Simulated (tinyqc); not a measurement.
Approximations against the iterative solution: electron mobility of a polar semiconductor by Rode's iterative solution of the Boltzmann equation. Computed by tinyqc, a small Python program. Command: `OMP_NUM_THREADS=1 python tinyqc.py 3016746 3016747 out.jsonl rode walk`. One thread of a shared host (Intel(R) Xeon(R) Processor @ 2.30GHz), about 0.01 s of CPU time with the checks.

The distribution is f(E) + e F l(E) (-df/dE) cos(theta) for a weak field F, theta counted from the force; l(E) is a mean free path. Elastic processes enter by their momentum rate, polar optical phonons by out- and in-scattering terms. One valley only: where upper valleys lie close, measured mobilities are lower. The density n is prescribed, even where a narrow-gap material would have more intrinsic carriers.

Inputs (values chosen for the exercise, modelled on InSb):
```
quantity,value,unit
effective mass m,0.0138,m_0
non-parabolicity alpha,5.8,1/eV
static permittivity eps_s,16.8,-
high-frequency permittivity eps_inf,15.7,-
density rho,5780,kg/m^3
sound velocity v_l,3710,m/s
acoustic deformation potential D_A,8.9,eV
optical phonon energy hbar w,23.8,meV
piezoelectric coupling K,0.028,-
electron density n,9.4e+16,1/cm^3
compensation ratio C,0.63,-
temperature T,300,K
grid points per phonon energy s,8,-
iteration cap,200,-
```

Band: Kane. Elastic processes: acoustic, piezoelectric, impurity.

Constants: k_B = 8.617333262e-05 eV/K; m_0 = 9.1093837015e-31 kg; e = 1.602176634e-19 C; hbar = 1.054571817e-34 J s; eps_0 = 8.8541878128e-12 F/m; k_B = 1.380649e-23 J/K; hbar = 6.582119569e-16 eV s.

Method:
- Kane band: hbar^2 k^2/(2 m) = E (1 + alpha E), speed v = hbar k/(m (1 + 2 alpha E)), states per spin, volume and energy g(E) = m k (1 + 2 alpha E)/(2 pi^2 hbar^2); overlap factors are set to 1. Masses are multiplied by m_0 and all formulas are in SI units.
- The reduced Fermi level eta = E_F/(k_B T) solves n = 2 Z int g f dE with f = 1/(1 + exp(x - eta)) (Z = 1 unless valleys are given); screening length L_s = sqrt(eps_s eps_0 k_B T/(e^2 dn/deta)), dn/deta = 2 Z int g f (1 - f) dE.
- Integrals over x = E/(k_B T) use 160 Gauss-Legendre points in u = sqrt(x) from 0 to sqrt(max(eta, 0) + 32).
- N_I = n (1 + C)/(1 - C).
- Phonon occupation N_q = 1/(exp(hbar w/(k_B T)) - 1).
- Acoustic deformation potential (elastic, equipartition, absorption and emission together): 1/tau = 2 pi k_B T D_A^2 g(E)/(hbar rho v_l^2).
- Piezoelectric (elastic, unscreened, momentum relaxation): 1/tau = e^2 K^2 k_B T m (1 + 2 alpha E)/(2 pi eps_s eps_0 hbar^3 k), with alpha = 0 for a parabolic band.
- Singly charged impurities, momentum relaxation: 1/tau = N_I e^4 m (1 + 2 alpha E) Phi/(8 pi (eps_s eps_0)^2 hbar^3 k^3), with alpha = 0 for a parabolic band.
- Brooks-Herring: Phi = ln(1 + b) - b/(1 + b), b = 4 k^2 L_s^2.
- Polar optical, unscreened: W = e^2 w (1/eps_inf - 1/eps_s) m (1 + 2 alpha E') ln|(k + k')/(k - k')| / (4 pi eps_0 hbar^2 k), times N_q for absorption (E' = E + hbar w) and N_q + 1 for emission (E' = E - hbar w > 0), with alpha = 0 for a parabolic band; mean cosine of the angle <cos> = (k^2 + k'^2)/(2 k k') - 1/ln|(k + k')/(k - k')|.
- Energy grid E_j = (j + 1/2) hbar w/s, j = 0, 1, ..., up to (max(eta, 0) + 18) k_B T, so that E_j +/- hbar w are grid points; l = 0 beyond the grid; integrals are sums times the spacing.
- With f' = f(E'): out-scattering S_o = sum over absorption and emission of W (1 - f')/(1 - f); nu = sum of elastic rates; the in-scattering weights are c+ = W_abs <cos> (1 - f')/(1 - f) for E' = E + hbar w and c- likewise for emission.
- Iteration: l_new(E) = [v(E) + c+ l(E + hbar w) + c- l(E - hbar w)]/(nu + S_o), from l = 0.
- mu = e sum g v l f (1 - f) / (3 k_B T sum g f) over the grid; stop when mu changes by less than 1e-8 of itself.
- Self-energy RTA: l = v/(nu + S_o), the first iteration. Momentum RTA: l = v/(nu + S_o - c+ v(E + hbar w)/v - c- v(E - hbar w)/v), listed only where the denominator is positive on the whole grid. The polar-only value solves the same system with nu = 0; the elastic value takes l = v/nu.

reduced Fermi level eta = 0.711849

ionised impurity density N_I = 4.14108e+17 1/cm^3

screening length L_s = 18.4396 nm

mobility mu = 13929.7 cm^2/(V s)

Mobilities:
```
method,mu (cm^2/(V s)),deviation (%)
iterative solution,13930,0.00
self-energy RTA,11103,-20.29
momentum RTA,14012,0.59
"polar phonons alone, exact",93683,572.54
elastic processes alone,17233,23.71
Matthiessen's rule on the last two,14555,4.49
```

self-energy RTA mobility = 11103 cm^2/(V s)

polar-phonon mobility = 93683 cm^2/(V s)

elastic mobility = 17233 cm^2/(V s)

error of the self-energy RTA = -20.290 %

What follows from these numbers?

The self-energy RTA is 20.3 % low: it counts every polar event as a full loss of current. Here hbar w/k_B T = 0.92. Matthiessen's rule is 4.5 % high. The momentum RTA deviates by +0.6 %. Caution: the gas is degenerate, and screening of the polar coupling, left out here, would raise the mobility.
